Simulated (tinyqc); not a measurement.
# Worked calculation: bandgap voltage reference from two bipolar transistors

Computed by the program tinyqc: `OMP_NUM_THREADS=1 python tinyqc.py 2062075 2062076 out.jsonl`, one thread of a shared Intel Xeon 2.30GHz, about 0.02 s for the whole run. Printed values are rounded.

Two transistors of area 1 and N carry the same current I. Is(T) = Is (T/T0)^eta exp[(Vg0 q/kB)(1/T0 - 1/T)], VBE1 = Vt ln(I/Is(T)) + I rb, VBE2 = Vt ln(I/(N Is(T))) + I rb/N. The amplifier forces I R1(T) = VBE1 - VBE2 + Vos, with R(T) = R (1 + tc (T - T0)) for both resistors, and the output is Vref = VBE1 + I R2(T). Base currents and the Early effect are neglected.

Parameters, values chosen for the exercise; values of the order met in silicon bipolar transistors: reference temperature T0 = 300 K; band-gap voltage extrapolated to 0 K Vg0 = 1.167 V; temperature exponent of the saturation current eta = 4; saturation current of the unit transistor at T0 Is = 9.6e-17 A; area ratio of the second transistor N = 10; resistor across which the difference of VBE falls, at T0 R1 = 26 kohm; temperature coefficient of both resistors tc = 0 ppm/K; offset of the amplifier Vos = 0 mV; series resistance of the unit transistor rb = 75 ohm; output resistor at T0 R2 = 278.4 kohm; temperature T = 333 K.

Constants: q = 1.602176634e-19 C, kB = 1.380649e-23 J/K. Results are converted to the units shown.

## Operating point at the reference temperature

Vt = kB T/q; I = (Vt ln N + Vos)/(R1(T) - rb (1 - 1/N)). Evaluate at T = T0.

Vt = 0.0258520 V
I = 2.29544 uA
Is(T) = 9.6e-17 A
VBE1 = 0.617973 V
I R2 = 0.639050 V
Vref = 1.25702 V

## Operating point at another temperature

Vt = kB T/q; I = (Vt ln N + Vos)/(R1(T) - rb (1 - 1/N)).

Vt = 0.0286957 V
I = 2.54794 uA
Is(T) = 1.27754e-14 A
VBE1 = 0.548596 V
I R2 = 0.709345 V
Vref = 1.25794 V

From T0 to T, VBE1 changes by -69.4 mV and I R2 by 70.3 mV, which leaves 0.918 mV in Vref.

## Resistor for zero slope at T0, ideal case

With tc = 0, Vos = 0 and rb = 0 the current is proportional to T, dVBE/dT = (VBE - Vg0 - (eta - 1) Vt)/T, and Vref has zero slope at T0 when Vref = Vg0 + (eta - 1) Vt0. Find VBE1, its slope, that Vref, R2/R1 and the curvature d2Vref/dT2 = -(eta - 1) kB/(q T0).

VBE1 = 0.617733 V
dVBE/dT = -2.08941 mV/K
Vref = 1.24456 V
R2/R1 = 10.5302
curvature = -0.861733 uV/K^2
